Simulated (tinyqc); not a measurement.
# Segment and feed resistance from two drops

Problem. A rail is fed at one end through Rq; K loads of Ij follow, each after a segment Rs. The drop at load j is K Ij Rq + Rs Ij sum_(l=1..j) (K - l + 1). Find Rs, Rq and the worst drop, at the middle, if the rail were fed through Rq at both ends: K Ij Rq/2 + Rs Ij K^2/8 with the load taken as continuous.

Parameters, values chosen for the exercise:
- K = 8 (number of equal loads)
- Ij = 0.54 mA (current of each load)

drops at the first and at the last load (mV): [2.4624000, 4.8816000]

Answer. The difference of the two drops is Rs Ij K (K - 1)/2, which gives Rs; the first drop then gives Rq.

Rs = 0.1600 ohm
Rq = 0.4100 ohm
drop at the middle with two feeds = 1.577 mV

tinyqc, about 0.1 s, one thread, Intel Xeon 2.30GHz (shared host): `OMP_NUM_THREADS=1 python tinyqc.py 2770167 2770168 out.jsonl`
